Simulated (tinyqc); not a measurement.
## Free and trapped electrons in a MOS channel with a dense trap tail: effect of the temperature

p-type body, charge-sheet picture, full ionisation (an idealisation for deep acceptors), Boltzmann statistics for free electrons. e = Ec - EF at the surface. Acceptor-like traps of density D(E) = D0 + De exp(-E/Ew) at depth E below Ec, from 0 to Eu, hold n_t = integral of D(E)/(1 + exp((e - E)/Vt)). psi = Eg - Vt ln(Nv/Na) - e; N_dep = sqrt(2 eps0 eps_r Na (psi - Vt)/q); n_f = sqrt(N_dep^2 + 2 eps0 eps_r Vt Nc exp(-e/Vt)/q) - N_dep; Vg = Vfb + psi + q (N_dep + n_t + n_f)/Cox, Cox = eps0 eox/tox.

Nc and Nv are given at 300 K and scale as (T/300 K)^1.5; Eg, Vfb and mf are held fixed. VT is the Vg for n_f = 1e11 cm^-2; swing ln 10 n_f/(dn_f/dVg) at n_f = 1e8 cm^-2; the last three columns are for Vg = VT + 4.7 V, with free share n_f/(n_f + n_t) and field-effect mobility mf q (dn_f/dVg)/Cox; there EF is near the band edge, where Boltzmann statistics are rough.

Values chosen for this exercise; band and dielectric values close to those of 4H silicon carbide: band gap Eg = 3.28 eV; relative permittivity eps_r = 9.85; conduction-band density of states at the reference temperature Nc = 1.71e19 cm^-3; valence-band density of states at the reference temperature Nv = 2.47e19 cm^-3; relative permittivity of the insulator eox = 3.9; insulator thickness tox = 59 nm; acceptor density Na = 1.3e17 cm^-3; flat-band voltage without trapped charge Vfb = -2.16 V; constant background density of acceptor-like traps D0 = 1.5e10 cm^-2 eV^-1; density of the tail at the conduction edge De = 1.6e13 cm^-2 eV^-1; decay energy of the tail Ew = 0.1 eV; depth below Ec down to which the traps reach Eu = 0.91 eV; mobility of free electrons mf = 95 cm^2/(V s).

Constants: q = 1.602176634e-19 C, kB = 1.380649e-23 J/K, Vt = kB T/q, eps0 = 8.8541878128e-14 F/cm where lengths are in cm. Results are converted to the units shown.

Result of one run:
```
e at VT (eV),VT (V),q n_t/Cox at VT (V),swing (mV/decade),n_f (cm^-2),free share (%),field-effect mobility (cm^2/(V s))
0.08503,8.891,2.107,327.6,1.180e12,46.66,78.89
```

Which temperature T gave this result: 300, 350, 450 or 500 K?

T = 350 K.

The whole series:
```
T (K),e at VT (eV),VT (V),q n_t/Cox at VT (V),swing (mV/decade),n_f (cm^-2),free share (%),field-effect mobility (cm^2/(V s))
200,0.02404,10.53,3.450,513.4,1.472e12,48.39,90.97
250,0.04224,9.965,2.978,444.4,1.343e12,46.95,87.37
300,0.06268,9.411,2.523,378.9,1.245e12,46.33,83.02
350,0.08503,8.891,2.107,327.6,1.180e12,46.66,78.89
400,0.1090,8.415,1.741,293.0,1.142e12,47.85,75.59
450,0.1345,7.986,1.428,273.7,1.126e12,49.71,73.25
500,0.1612,7.602,1.163,267.0,1.124e12,52.06,71.77
550,0.1892,7.259,0.9435,270.0,1.133e12,54.74,70.97
```

As T goes from 200 to 550, VT falls from 10.5 to 7.26 V, its part due to traps falls from 3.45 to 0.944 V, the swing goes from 513 through a minimum of 267 (at T = 500 among the rows listed) to 270 mV/decade and the field-effect mobility falls from 91.0 to 71.0 cm^2/(V s). On heating the same n_f is reached with EF deeper in the gap, where fewer tail states are filled. For T = 200, 250 e is under 2 Vt already at VT, so VT too is rough.

Computed by the program tinyqc: `OMP_NUM_THREADS=1 python tinyqc.py 2222019 2222020 out.jsonl`, one thread of a shared Intel Xeon 2.30GHz, about 0.02 s for the whole run.
